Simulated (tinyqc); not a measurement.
Worked calculation (part 1 of 2): RHF in the sto-3g basis, for H6, spin multiplicity 1. Computed by tinyqc, a small Python program that keeps every step (integrals from PySCF). Settings: charge = 0, multiplicity = 1, basis = sto-3g, energy threshold = 1e-09, iteration cap = 76, orthogonalisation = symmetric, start = atomic densities, DIIS depth = 6, method = RHF. Command: `OMP_NUM_THREADS=1 python tinyqc.py 21985 21986 out.jsonl` (the two numbers bound the seeds that draw the settings). One thread of a shared host (Intel(R) Xeon(R) Processor @ 2.60GHz), about 0.1 s of CPU time with the checks. Later iterations appear only in the table of the cycle.

## One-electron integrals

Geometry (angstrom):
```
atom         x         y         z
H     0.000000  0.000000  0.000000
H     0.000000  0.000000  0.721000
H     0.000000  0.000000  2.385000
H     0.000000  0.000000  3.105000
H     0.000000  0.000000  4.770000
H     0.000000  0.000000  5.490000
```

Basis sto-3g: exponents (1/bohr^2) and contraction coefficients of normalised primitives:
```
element  l (shell)  exponent  coefficient
H            s (1)  3.425251     0.154329
H            s (1)  0.623914     0.535328
H            s (1)  0.168855     0.444635
```

Overlap, kinetic and nuclear-attraction integrals over the contracted functions; the nuclear repulsion is the sum of Za Zb / Rab.

nuclear repulsion = 4.51716498 hartree

overlap S, lower triangle:
```
          1H 1s     2H 1s     3H 1s     4H 1s     5H 1s     6H 1s
1H 1s  1.000000
2H 1s  0.672317  1.000000
3H 1s  0.061247  0.201945  1.000000
4H 1s  0.014594  0.061359  0.672973  1.000000
5H 1s  0.000215  0.001561  0.061247  0.201642  1.000000
6H 1s  0.000023  0.000215  0.014594  0.061247  0.672973  1.000000
```

kinetic energy T (hartree), lower triangle:
```
           1H 1s      2H 1s      3H 1s      4H 1s     5H 1s     6H 1s
1H 1s   0.760032
2H 1s   0.248454   0.760032
3H 1s  -0.011224  -0.001020   0.760032
4H 1s  -0.005766  -0.011228   0.249067   0.760032
5H 1s  -0.000206  -0.001074  -0.011224  -0.001068  0.760032
6H 1s  -0.000029  -0.000206  -0.005766  -0.011224  0.249067  0.760032
```

nuclear attraction V (hartree), lower triangle:
```
           1H 1s      2H 1s      3H 1s      4H 1s      5H 1s      6H 1s
1H 1s  -2.493114
2H 1s  -1.687336  -2.674500
3H 1s  -0.133524  -0.452924  -2.825714
4H 1s  -0.031357  -0.137818  -1.846309  -2.825619
5H 1s  -0.000458  -0.003371  -0.137546  -0.452173  -2.674862
6H 1s  -0.000049  -0.000459  -0.031355  -0.133520  -1.689514  -2.493804
```

core Hamiltonian H = T + V (hartree), lower triangle:
```
           1H 1s      2H 1s      3H 1s      4H 1s      5H 1s      6H 1s
1H 1s  -1.733082
2H 1s  -1.438882  -1.914468
3H 1s  -0.144748  -0.453944  -2.065682
4H 1s  -0.037123  -0.149046  -1.597241  -2.065587
5H 1s  -0.000663  -0.004445  -0.148770  -0.453241  -1.914831
6H 1s  -0.000078  -0.000665  -0.037121  -0.144744  -1.440446  -1.733772
```

## Two-electron integrals

Functions are numbered as in S; the eight-fold symmetry (ij|kl) = (ji|kl) = (kl|ij) leaves the list below.

Two-electron integrals (ij|kl) in chemists' order, unique and non-zero (hartree):
```
(11|11) 0.774606   (21|11) 0.455477   (21|21) 0.310358   (22|11) 0.577161
(22|21) 0.455477   (22|22) 0.774606   (31|11) 0.025950   (31|21) 0.019832
(31|22) 0.033273   (31|31) 0.001832   (32|11) 0.069705   (32|21) 0.057095
(32|22) 0.103435   (32|31) 0.006210   (32|32) 0.022355   (33|11) 0.221708
(33|21) 0.176122   (33|22) 0.314419   (33|31) 0.025950   (33|32) 0.103435
(33|33) 0.774606   (41|11) 0.005077   (41|21) 0.003999   (41|22) 0.006933
(41|31) 0.000414   (41|32) 0.001461   (41|33) 0.006931   (41|41) 0.000098
(42|11) 0.017724   (42|21) 0.014405   (42|22) 0.026005   (42|31) 0.001687
(42|32) 0.006222   (42|33) 0.033333   (42|41) 0.000415   (42|42) 0.001839
(43|11) 0.130146   (43|21) 0.101193   (43|22) 0.176333   (43|31) 0.014393
(43|32) 0.057167   (43|33) 0.456052   (43|41) 0.004002   (43|42) 0.019890
(43|43) 0.311040   (44|11) 0.170421   (44|21) 0.130045   (44|22) 0.221801
(44|31) 0.017696   (44|32) 0.069745   (44|33) 0.577539   (44|41) 0.005077
(44|42) 0.026005   (44|43) 0.456052   (44|44) 0.774606   (51|11) 0.000048
(51|21) 0.000038   (51|22) 0.000067   (51|31) 4.93e-06   (51|32) 0.000019
(51|33) 0.000118   (51|41) 1.28e-06   (51|42) 0.000006   (51|43) 0.000075
(51|44) 0.000103   (51|51) 2.10e-08   (52|11) 0.000307   (52|21) 0.000239
(52|22) 0.000418   (52|31) 0.000032   (52|32) 0.000121   (52|33) 0.000820
(52|41) 0.000008   (52|42) 0.000040   (52|43) 0.000555   (52|44) 0.000820
(52|51) 1.49e-07   (52|52) 1.10e-06   (53|11) 0.009214   (53|21) 0.006936
(53|22) 0.011652   (53|31) 0.000893   (53|32) 0.003433   (53|33) 0.025950
(53|41) 0.000248   (53|42) 0.001230   (53|43) 0.019850   (53|44) 0.033266
(53|51) 4.93e-06   (53|52) 0.000040   (53|53) 0.001832   (54|11) 0.027331
(54|21) 0.020306   (54|22) 0.033600   (54|31) 0.002497   (54|32) 0.009445
(54|33) 0.069623   (54|41) 0.000692   (54|42) 0.003434   (54|43) 0.057067
(54|44) 0.103252   (54|51) 0.000014   (54|52) 0.000121   (54|53) 0.006201
(54|54) 0.022284   (55|11) 0.110939   (55|21) 0.080790   (55|22) 0.130693
(55|31) 0.009214   (55|32) 0.033645   (55|33) 0.221708   (55|41) 0.002455
(55|42) 0.011671   (55|43) 0.176248   (55|44) 0.314243   (55|51) 0.000048
(55|52) 0.000418   (55|53) 0.025950   (55|54) 0.103252   (55|55) 0.774606
(61|11) 4.37e-06   (61|21) 3.39e-06   (61|22) 0.000006   (61|31) 4.51e-07
(61|32) 1.74e-06   (61|33) 0.000012   (61|41) 1.21e-07   (61|42) 5.82e-07
(61|43) 0.000008   (61|44) 0.000012   (61|52) 1.61e-08   (61|53) 5.81e-07
(61|54) 1.73e-06   (61|55) 0.000006   (62|11) 0.000037   (62|21) 0.000028
(62|22) 0.000048   (62|31) 3.71e-06   (62|32) 0.000014   (62|33) 0.000103
(62|41) 1.02e-06   (62|42) 4.96e-06   (62|43) 0.000075   (62|44) 0.000118
(62|51) 1.92e-08   (62|52) 1.49e-07   (62|53) 0.000006   (62|54) 0.000019
(62|55) 0.000067   (62|62) 2.12e-08   (63|11) 0.001991   (63|21) 0.001481
(63|22) 0.002456   (63|31) 0.000183   (63|32) 0.000694   (63|33) 0.005077
(63|41) 0.000051   (63|42) 0.000249   (63|43) 0.004002   (63|44) 0.006931
(63|51) 1.01e-06   (63|52) 0.000008   (63|53) 0.000414   (63|54) 0.001459
(63|55) 0.006931   (63|61) 1.21e-07   (63|62) 1.29e-06   (63|63) 0.000098
(64|11) 0.007630   (64|21) 0.005622   (64|22) 0.009217   (64|31) 0.000671
(64|32) 0.002502   (64|33) 0.017696   (64|41) 0.000183   (64|42) 0.000895
(64|43) 0.014393   (64|44) 0.025950   (64|51) 3.70e-06   (64|52) 0.000032
(64|53) 0.001684   (64|54) 0.006201   (64|55) 0.033266   (64|61) 4.51e-07
(64|62) 4.95e-06   (64|63) 0.000414   (64|64) 0.001832   (65|11) 0.069487
(65|21) 0.050313   (65|22) 0.080878   (65|31) 0.005627   (65|32) 0.020356
(65|33) 0.130146   (65|41) 0.001483   (65|42) 0.006956   (65|43) 0.101269
(65|44) 0.176248   (65|51) 0.000028   (65|52) 0.000240   (65|53) 0.014393
(65|54) 0.057067   (65|55) 0.456052   (65|61) 3.39e-06   (65|62) 0.000038
(65|63) 0.004002   (65|64) 0.019850   (65|65) 0.311040   (66|11) 0.096389
(66|21) 0.069426   (66|22) 0.110962   (66|31) 0.007630   (66|32) 0.027375
(66|33) 0.170421   (66|41) 0.001991   (66|42) 0.009232   (66|43) 0.130146
(66|44) 0.221708   (66|51) 0.000037   (66|52) 0.000307   (66|53) 0.017696
(66|54) 0.069623   (66|55) 0.577539   (66|61) 4.37e-06   (66|62) 0.000048
(66|63) 0.005077   (66|64) 0.025950   (66|65) 0.456052   (66|66) 0.774606
```

## Orthogonalisation

S = U s U^T; symmetric (Loewdin) form X = U s^(-1/2) U^T, so that X^T S X = 1.

eigenvalues of S: 0.254026  0.314636  0.386857  1.441311  1.684562  1.918608

X, lower triangle:
```
           1H 1s      2H 1s      3H 1s      4H 1s      5H 1s     6H 1s
1H 1s   1.264330
2H 1s  -0.497355   1.289870
3H 1s   0.045583  -0.156751   1.295066
4H 1s  -0.015672   0.046288  -0.509078   1.294995
5H 1s   0.001086  -0.002882   0.046263  -0.156591   1.290616
6H 1s  -0.000372   0.001088  -0.015684   0.045590  -0.498301  1.265132
```

## Starting guess

The start is atomic minimal-basis densities projected into this basis (PySCF's MINAO start) and scaled to the electron count of each spin; this density is not idempotent, so its energy is not variational and may lie below the converged one.

D at the start, lower triangle:
```
           1H 1s     2H 1s      3H 1s     4H 1s     5H 1s     6H 1s
1H 1s   0.938729
2H 1s   0.096976  0.910308
3H 1s   0.015757  0.089096   0.915527
4H 1s  -0.001974  0.013542   0.097332  0.915578
5H 1s   0.000412  0.008796   0.013531  0.089075  0.910264
6H 1s  -0.000483  0.000410  -0.001997  0.015750  0.096979  0.938668
```

## Iteration 1: building the Fock matrix

J_ij = sum D_kl (ij|kl), K_ij = sum D_kl (ik|jl); F = H + J - 0.5 K; E = tr D H + tr D J / 2 - 0.25 tr D K + E_nn.

Coulomb J (hartree), lower triangle:
```
          1H 1s     2H 1s     3H 1s     4H 1s     5H 1s     6H 1s
1H 1s  1.949222
2H 1s  1.366017  2.126084
3H 1s  0.119597  0.406815  2.276040
4H 1s  0.028437  0.123824  1.522496  2.275959
5H 1s  0.000420  0.003087  0.123585  0.406156  2.126169
6H 1s  0.000044  0.000422  0.028436  0.119593  1.367540  1.949621
```

exchange K (hartree), lower triangle:
```
          1H 1s     2H 1s     3H 1s     4H 1s     5H 1s     6H 1s
1H 1s  1.104296
2H 1s  0.944346  1.129072
3H 1s  0.135528  0.278769  1.132991
4H 1s  0.052887  0.135971  0.953478  1.132922
5H 1s  0.004153  0.012559  0.135746  0.278359  1.129656
6H 1s  0.001376  0.004160  0.052873  0.135495  0.945451  1.104971
```

Fock matrix F (hartree), lower triangle:
```
           1H 1s      2H 1s      3H 1s      4H 1s      5H 1s      6H 1s
1H 1s  -0.336008
2H 1s  -0.545039  -0.352920
3H 1s  -0.092916  -0.186514  -0.356137
4H 1s  -0.035129  -0.093207  -0.551484  -0.356089
5H 1s  -0.002320  -0.007638  -0.093058  -0.186264  -0.353489
6H 1s  -0.000721  -0.002324  -0.035122  -0.092898  -0.545632  -0.336636
```

total energy of this density = -2.42936427 hartree

This density is the starting one; it is not idempotent, so its energy is not variational and may lie below the converged one.

## Iteration 1: diagonalisation and new density

Diagonalise F' = X^T F X, C = X C', fill 3 alpha and 3 beta electrons from the bottom; D = 2 C_occ C_occ^T. Each column has its largest component positive (the first on a tie).

F' = X^T F X (hartree), lower triangle:
```
           1          2          3          4          5         6
1   0.058692
2  -0.588990   0.078943
3   0.041513  -0.194698   0.085118
4  -0.028088   0.042685  -0.604331   0.085065
5   0.001976  -0.005488   0.042676  -0.194464   0.079222
6  -0.000959   0.001979  -0.028104   0.041517  -0.589833  0.059016
```

orbital energies (hartree): MO1 -0.623131, MO2 -0.530780, MO3 -0.429597, MO4 0.464326, MO5 0.664979, MO6 0.900259

coefficients C:
```
            MO1        MO2        MO3        MO4        MO5        MO6
1H 1s  0.225433  -0.378447  -0.333789   0.649897  -0.871369  -0.600925
2H 1s  0.271378  -0.387604  -0.269529  -0.536842   0.900464   0.736401
3H 1s  0.368258  -0.054983   0.404759  -0.765181  -0.128879  -1.029957
4H 1s  0.368313   0.052118   0.405123   0.765867  -0.122428   1.030109
5H 1s  0.272382   0.388054  -0.267678   0.533382   0.901810  -0.739241
6H 1s  0.226511   0.379301  -0.331871  -0.646401  -0.873659   0.603953
```

D after iteration 1, lower triangle:
```
           1H 1s      2H 1s      3H 1s      4H 1s     5H 1s     6H 1s
1H 1s   0.610913
2H 1s   0.595661   0.593058
3H 1s  -0.062556   0.024310   0.604933
4H 1s  -0.143839  -0.058882   0.593491   0.604990
5H 1s   0.007788  -0.008692  -0.058749   0.024208  0.592858
6H 1s   0.036586   0.007801  -0.143537  -0.062507  0.595442  0.610629
```

## Iteration 2: building the Fock matrix

As before.

Coulomb J (hartree), lower triangle:
```
          1H 1s     2H 1s     3H 1s     4H 1s     5H 1s     6H 1s
1H 1s  1.952516
2H 1s  1.370141  2.124055
3H 1s  0.119158  0.404171  2.274047
4H 1s  0.028338  0.123351  1.525145  2.273980
5H 1s  0.000420  0.003081  0.123114  0.403521  2.124163
6H 1s  0.000044  0.000421  0.028336  0.119155  1.371660  1.952911
```

exchange K (hartree), lower triangle:
```
           1H 1s      2H 1s     3H 1s     4H 1s     5H 1s     6H 1s
1H 1s   1.197342
2H 1s   1.075131   1.204292
3H 1s   0.099465   0.226555  1.208343
4H 1s   0.011494   0.099502  1.075697  1.208311
5H 1s  -0.000804   0.003258  0.099303  0.226172  1.204884
6H 1s   0.001877  -0.000803  0.011525  0.099416  1.076043  1.197953
```

Fock matrix F (hartree), lower triangle:
```
           1H 1s      2H 1s      3H 1s      4H 1s      5H 1s      6H 1s
1H 1s  -0.379237
2H 1s  -0.606307  -0.392559
3H 1s  -0.075322  -0.163051  -0.395806
4H 1s  -0.014532  -0.075446  -0.609944  -0.395763
5H 1s   0.000158  -0.002993  -0.075308  -0.162806  -0.393110
6H 1s  -0.000972   0.000157  -0.014547  -0.075297  -0.606807  -0.379837
```

total energy of this density = -3.33902575 hartree

## Iteration 2: DIIS over 2 matrices

error matrix X^T (FDS - SDF) X:
```
           1          2          3          4          5          6
1   0.000000   0.006811  -0.028589  -0.000959   0.004887   0.000003
2  -0.006811   0.000000   0.000223   0.028540  -0.000002  -0.004884
3   0.028589  -0.000223   0.000000  -0.000019  -0.028502   0.000948
4   0.000959  -0.028540   0.000019   0.000000  -0.000210   0.028551
5  -0.004887   0.000002   0.028502   0.000210   0.000000  -0.006793
6  -0.000003   0.004884  -0.000948  -0.028551   0.006793   0.000000
```

B (overlaps of the stored error matrices):
```
               1              2
1  7.2628305e-03  6.6002379e-03
2  6.6002379e-03  6.8031417e-03
```

Minimise |sum c_i e_i|^2 with sum c_i = 1: solve [B -1; -1 0][c; lambda] = [0; -1] with B_ij = tr e_i^T e_j, and take F = sum c_i F_i.

DIIS coefficients: 0.234436  0.765564

extrapolated F (hartree), lower triangle:
```
           1H 1s      2H 1s      3H 1s      4H 1s      5H 1s      6H 1s
1H 1s  -0.369103
2H 1s  -0.591943  -0.383266
3H 1s  -0.079447  -0.168551  -0.386506
4H 1s  -0.019361  -0.079610  -0.596239  -0.386462
5H 1s  -0.000423  -0.004082  -0.079469  -0.168305  -0.383821
6H 1s  -0.000913  -0.000425  -0.019370  -0.079423  -0.592465  -0.369709
```

## Iteration 2: diagonalisation and new density

As before.

F' = X^T F X (hartree), lower triangle:
```
           1          2          3          4          5         6
1   0.057593
2  -0.636834   0.076009
3   0.051270  -0.176837   0.081234
4  -0.018729   0.052258  -0.651017   0.081187
5   0.002192  -0.004316   0.052237  -0.176612   0.076292
6  -0.001971   0.002196  -0.018764   0.051268  -0.637604  0.057922
```

orbital energies (hartree): MO1 -0.639612, MO2 -0.578999, MO3 -0.511195, MO4 0.513568, MO5 0.708622, MO6 0.937852

coefficients C:
```
            MO1        MO2        MO3        MO4        MO5        MO6
1H 1s  0.227886  -0.379458  -0.325864   0.643554  -0.873812  -0.606961
2H 1s  0.263267  -0.388411  -0.282466  -0.536684   0.898968   0.736015
3H 1s  0.372465  -0.040668   0.403030  -0.770555  -0.121823  -1.026633
4H 1s  0.372516   0.036974   0.403351   0.771180  -0.115549   1.026773
5H 1s  0.264625   0.389049  -0.280114   0.533372   0.900280  -0.738800
6H 1s  0.229295   0.380469  -0.323487  -0.640185  -0.875991   0.609931
```

D after iteration 2, lower triangle:
```
           1H 1s      2H 1s      3H 1s      4H 1s     5H 1s     6H 1s
1H 1s   0.604216
2H 1s   0.598852   0.599919
3H 1s  -0.062044   0.000022   0.605634
4H 1s  -0.121153  -0.060446   0.599617   0.605656
5H 1s   0.007911  -0.004642  -0.060306  -0.000045  0.599699
6H 1s   0.026588   0.007923  -0.120887  -0.061991  0.598623  0.603953
```

## Iteration 3: building the Fock matrix

As before.

Coulomb J (hartree), lower triangle:
```
          1H 1s     2H 1s     3H 1s     4H 1s     5H 1s     6H 1s
1H 1s  1.952177
2H 1s  1.370507  2.125308
3H 1s  0.119193  0.404308  2.275574
4H 1s  0.028348  0.123404  1.526272  2.275503
5H 1s  0.000420  0.003083  0.123166  0.403657  2.125413
6H 1s  0.000044  0.000421  0.028346  0.119189  1.372027  1.952578
```

exchange K (hartree), lower triangle:
```
           1H 1s      2H 1s     3H 1s     4H 1s     5H 1s     6H 1s
1H 1s   1.196478
2H 1s   1.076372   1.206136
3H 1s   0.098612   0.222025  1.209567
4H 1s   0.013010   0.098581  1.078237  1.209531
5H 1s  -0.000654   0.003633  0.098387  0.221652  1.206722
6H 1s   0.001398  -0.000651  0.013036  0.098560  1.077282  1.197098
```

Fock matrix F (hartree), lower triangle:
```
           1H 1s      2H 1s      3H 1s      4H 1s      5H 1s      6H 1s
1H 1s  -0.379144
2H 1s  -0.606562  -0.392227
3H 1s  -0.074862  -0.160649  -0.394891
4H 1s  -0.015280  -0.074933  -0.610088  -0.394849
5H 1s   0.000083  -0.003179  -0.074797  -0.160410  -0.392779
6H 1s  -0.000732   0.000081  -0.015292  -0.074835  -0.607060  -0.379742
```

total energy of this density = -3.34042050 hartree

## Iteration 3: DIIS over 3 matrices

error matrix X^T (FDS - SDF) X:
```
           1          2          3          4          5          6
1   0.000000   0.001830  -0.010575  -0.000195   0.001623   0.000001
2  -0.001830   0.000000   0.000019   0.010553   0.000000  -0.001622
3   0.010575  -0.000019   0.000000  -0.000005  -0.010537   0.000191
4   0.000195  -0.010553   0.000005   0.000000  -0.000014   0.010559
5  -0.001623   0.000000   0.010537   0.000014   0.000000  -0.001827
6  -0.000001   0.001622  -0.000191  -0.010559   0.001827   0.000000
```

B (overlaps of the stored error matrices), lower triangle:
```
               1              2              3
1  7.2628305e-03
2  6.6002379e-03  6.8031417e-03
3  2.4017494e-03  2.4928165e-03  9.1548539e-04
```

As before.

DIIS coefficients: 0.030806  -0.606689  1.575883

extrapolated F (hartree), lower triangle:
```
           1H 1s      2H 1s      3H 1s      4H 1s      5H 1s      6H 1s
1H 1s  -0.377758
2H 1s  -0.604821  -0.390816
3H 1s  -0.075138  -0.159989  -0.393142
4H 1s  -0.016345  -0.075184  -0.608369  -0.393101
5H 1s  -0.000037  -0.003429  -0.075050  -0.159752  -0.391368
6H 1s  -0.000587  -0.000039  -0.016356  -0.075111  -0.605321  -0.378357
```

## Iteration 3: diagonalisation and new density

As before.

F' = X^T F X (hartree), lower triangle:
```
           1          2          3          4          5         6
1   0.058145
2  -0.650510   0.075426
3   0.053791  -0.167514   0.082025
4  -0.018282   0.054918  -0.665319   0.081980
5   0.002244  -0.004369   0.054892  -0.167301   0.075711
6  -0.001705   0.002247  -0.018318   0.053791  -0.651257  0.058475
```

orbital energies (hartree): MO1 -0.642082, MO2 -0.591613, MO3 -0.534471, MO4 0.530498, MO5 0.721041, MO6 0.948389

coefficients C:
```
            MO1        MO2        MO3        MO4        MO5        MO6
1H 1s  0.230901  -0.380306  -0.320931   0.642131  -0.874847  -0.607933
2H 1s  0.259698  -0.388572  -0.287991  -0.539396   0.898253   0.733943
3H 1s  0.373054  -0.032704   0.403594  -0.769809  -0.118066  -1.027481
4H 1s  0.373100   0.028506   0.403876   0.770411  -0.111793   1.027617
5H 1s  0.261300   0.389289  -0.285365   0.536070   0.899602  -0.736717
6H 1s  0.232536   0.381351  -0.318299  -0.638746  -0.877035   0.610890
```

D after iteration 3, lower triangle:
```
           1H 1s      2H 1s      3H 1s      4H 1s     5H 1s     6H 1s
1H 1s   0.601889
2H 1s   0.600332   0.602741
3H 1s  -0.061900  -0.013285   0.606254
4H 1s  -0.108616  -0.060992   0.602513   0.606264
5H 1s   0.007735  -0.002451  -0.060848  -0.013328  0.602514
6H 1s   0.021629   0.007748  -0.108374  -0.061848  0.600098  0.601632
```

## Iteration 4: building the Fock matrix

As before.

Coulomb J (hartree), lower triangle:
```
          1H 1s     2H 1s     3H 1s     4H 1s     5H 1s     6H 1s
1H 1s  1.952218
2H 1s  1.370704  2.125763
3H 1s  0.119201  0.404336  2.276203
4H 1s  0.028350  0.123420  1.526752  2.276132
5H 1s  0.000420  0.003083  0.123182  0.403685  2.125867
6H 1s  0.000044  0.000421  0.028349  0.119198  1.372225  1.952621
```

exchange K (hartree), lower triangle:
```
           1H 1s      2H 1s     3H 1s     4H 1s     5H 1s     6H 1s
1H 1s   1.196506
2H 1s   1.076996   1.206596
3H 1s   0.098113   0.219479  1.210100
4H 1s   0.013860   0.098098  1.079480  1.210066
5H 1s  -0.000566   0.003842  0.097908  0.219113  1.207183
6H 1s   0.001154  -0.000563  0.013883  0.098060  1.077904  1.197128
```

Fock matrix F (hartree), lower triangle:
```
           1H 1s      2H 1s      3H 1s      4H 1s      5H 1s      6H 1s
1H 1s  -0.379117
2H 1s  -0.606677  -0.392003
3H 1s  -0.074604  -0.159348  -0.394529
4H 1s  -0.015702  -0.074675  -0.610230  -0.394488
5H 1s   0.000039  -0.003283  -0.074542  -0.159112  -0.392555
6H 1s  -0.000611   0.000038  -0.015713  -0.074576  -0.607174  -0.379715
```

total energy of this density = -3.34063704 hartree
